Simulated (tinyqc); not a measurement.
Complex band structure along [001] in sp3s* tight binding, step by step. Values are carried at full precision from step to step, so a last printed digit may differ when a step is redone from the rounded ones.

For k = (0, 0, kz) the phase sums are g0 = cos(phi) and g3 = i sin(phi), phi = kz a/4, and the s, pz, s* orbitals of anion (a) and cation (c) decouple from px, py. With z = exp(i phi), H(z) = H0 + z T + T^T/z for any complex z. H0 is diagonal (Esa, Epa, Exa, Esc, Epc, Exc). The anion-cation block is B(z) = z U + W/z and the cation-anion block z W^T + U^T/z, where U has Vss/2 (s,s), Vsapc/2 (s,z), -Vscpa/2 (z,s), Vxx/2 (z,z), Vxapc/2 (s*,z), -Vpaxc/2 (z,s*), and W has the same values with the s-z and s*-z signs reversed. |z| = 1 is a band state, |z| < 1 decays along [001] as exp(-kappa d) over a distance d, kappa = -(4/a) ln|z|. No spin-orbit coupling.

Constants: hbar^2/2m0 = 3.80998211 eV angstrom^2.

Parameters, chosen for this exercise (out of a larger set: near a published set for InAs, fitted to gaps, whose masses and valley positions are rough (light masses up to twice too heavy); not measured data):
- p = (-9.64, 0.905, -2.733, 3.709, 7.335, 6.776, -5.566, 1.82, 4.427, 3.018, 5.414, 3.385, 3.95) eV (order Esa, Epa, Esc, Epc, Exa, Exc, Vss, Vxx, Vxy, Vsapc, Vscpa, Vxapc, Vpaxc)
- dE = 0.3 eV (E - Ev)
- a = 6.062 angstrom (lattice constant)

## The layer matrices

Parameters in the order Esa, Epa, Esc, Epc, Exa, Exc, Vss, Vxx, Vxy, Vsapc, Vscpa, Vxapc, Vpaxc. Form H0 and T.

diagonal of H0 (eV): sa -9.6400, za 0.9050, s*a 7.3350, sc -2.7330, zc 3.7090, s*c 6.7760

T (eV):
```
          sa      za      s*a       sc      zc      s*c
sa    0.0000  0.0000   0.0000  -2.7830  1.5090   0.0000
za    0.0000  0.0000   0.0000  -2.7070  0.9100  -1.9750
s*a   0.0000  0.0000   0.0000   0.0000  1.6925   0.0000
sc   -2.7830  2.7070   0.0000   0.0000  0.0000   0.0000
zc   -1.5090  0.9100  -1.6925   0.0000  0.0000   0.0000
s*c   0.0000  1.9750   0.0000   0.0000  0.0000   0.0000
```

## Edges at Gamma

At z = 1 the levels follow from the blocks [[Esa, Vss], [Vss, Esc]] and [[Epa, Vxx], [Vxx, Epc]]: Ev is the lower p root, and the direct gap ends at the lower of the upper roots.

Ev = 0.0096 eV
EG (direct gap) = 0.3542 eV

## Complex wave vectors at one energy in the gap

Solve det(H0 - E + z T + T^T/z) = 0 with E = Ev + dE, as the linear problem [[0, 1], [-T^T, E - H0]] x = z [[1, 0], [0, T]] x. Roots come as z, -z, 1/z and conjugates; list those with 0 < |z| < 1 and Re z, Im z >= 0, by falling |z|. Re kz = arg(z)/(pi/2) in units of 2 pi/a, kappa = -(4/a) ln|z|.

Decaying roots:

| Re z | Im z | \|z\| | Re kz (2 pi/a) | kappa (1/angstrom) |
|---|---|---|---|---|
| 0.9739 | 0.0000 | 0.9739 | 0.0000 | 0.0174 |
| 0.0228 | 0.3005 | 0.3013 | 0.9519 | 0.7915 |

The slowest root has kappa = 0.0174 1/angstrom at Re kz = 0.000: a purely imaginary k at Gamma. The probability falls by exp(-2 kappa d), a factor 1.42 over 1 nm.

## The px, py block

For px and py the determinant gives (E - Epa)(E - Epc) = Vxx^2 cos^2(phi) + Vxy^2 sin^2(phi). With phi = i kappa a/4 this is sinh^2(kappa a/4) = ((E - Epa)(E - Epc) - Vxx^2)/(Vxx^2 - Vxy^2), E = Ev + dE. Parameters in the order Esa, Epa, Esc, Epc, Exa, Exc, Vss, Vxx, Vxy, Vsapc, Vscpa, Vxapc, Vpaxc.

sinh^2(kappa a/4) = 0.07911
kappa of the heavy-hole branch = 0.1832 1/angstrom

This branch decays faster than the slowest root of the s-pz block (0.0174), by a factor 10.50 in kappa.

## Band-edge masses of the same block

From the real bands: m/m0 = c h^2/|E(h) - E(0)| with kz = h = 0.001 1/angstrom for level 2 (light hole) and level 3 (electron) of the 6 x 6 matrix; c = hbar^2/2m0.

masses of this model, from the curvature at Gamma (m0): m_lh 0.0241, m_e 0.0255

These are masses of the nearest-neighbour model without spin-orbit coupling, which is fitted to gaps and often gives the electron too heavy.

## Checks

- Largest distance of a level of the 6 x 6 block at kz = 0.37 (2 pi/a) from a level of the full matrix, against zero (eV): both 0.000000.
- Kappa 0.1 meV above Ev against sqrt(m_lh E/c): 0.0007948 against 0.0007951.

(tinyqc, `OMP_NUM_THREADS=1 python tinyqc.py 1450905 1450906 out.jsonl`, Intel(R) Xeon(R) Processor @ 2.30GHz, 1 thread, shared host, about 0.01 s.)
